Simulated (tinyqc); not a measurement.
Sweep of a uniaxial [110] stress: deformation-potential model of the L valleys of a conduction band.

Valleys with axes along [111], [1-1-1], [-11-1] and [-1-11], one whole valley each. Herring-Vogt shift of a valley with unit axis a: dE = Xd tr(e) + Xu a.e.a. Non-degenerate shares n_i = exp(-dE_i/kT)/sum_j exp(-dE_j/kT). Inverse mass tensor of a valley: (1 - a a)/mt + a a/ml; the masses are taken as independent of strain.

s11 = (C11 + C12)/((C11 - C12)(C11 + 2 C12)), s12 = -C12/((C11 - C12)(C11 + 2 C12)), s44 = 1/C44; exx = s11 sxx + s12 (syy + szz) and cyclic, exy = s44 sxy/2; tension is positive. A uniaxial stress X along the unit vector n is s_ij = X n_i n_j.

Constants: kB = 8.617333262e-05 eV/K.

Parameters, chosen for this exercise (near those of Ge; the results hold for these values, not for the real material): ml = 1.558 m0 (longitudinal mass); mt = 0.084 m0 (transverse mass); Xd = -6.37 eV (dilation potential); Xu = 16.65 eV (uniaxial potential); C11 = 128.2 GPa; C12 = 48.3 GPa; C44 = 67.2 GPa; load = uniaxial [110] (kind of stress); T = 200 K (temperature).

m_c = 1/(u.M.u) along [1-10] with M = sum_i n_i (inverse mass tensor); gain against zero stress at a fixed scattering time.

Results:
```
X (GPa),spread (meV),lowest edge (meV),n [111],n [1-1-1],n [-11-1],n [-1-11],m_c (m0),gain (%)
-2.00,165.2,-75.3,0.500,0.000,0.000,0.500,0.0840,46.1
-1.00,82.6,-37.6,0.496,0.004,0.004,0.496,0.0844,45.3
0.00,0.0,0.0,0.250,0.250,0.250,0.250,0.1227,0.0
0.40,33.0,-18.0,0.064,0.436,0.436,0.064,0.1866,-34.3
1.00,82.6,-44.9,0.004,0.496,0.496,0.004,0.2243,-45.3
2.00,165.2,-89.9,0.000,0.500,0.500,0.000,0.2274,-46.1
```

Give the missing row, X (GPa) = -0.40.

Computed row:
```
X (GPa)  spread (meV)  lowest edge (meV)  n [111]  n [1-1-1]  n [-11-1]  n [-1-11]  m_c (m0)  gain (%)
-0.40            33.0              -15.1    0.436      0.064      0.064      0.436    0.0914      34.3
```

Along [1-10] the gain is +46.1 % at -2.00 GPa and -46.1 % at 2.00 GPa. The slope at zero stress (from +/- 0.001 GPa), -110.4 % per GPa, carried to the ends would give +221 and -221 %; the response falls behind at both ends, as it saturates once the spread passes a few kT (kT = 17.2 meV, spread up to 165 meV).

Program tinyqc; command `OMP_NUM_THREADS=1 python tinyqc.py 1050229 1050230 out.jsonl`; about 0.02 s on one thread of a shared Intel(R) Xeon(R) Processor @ 2.30GHz.
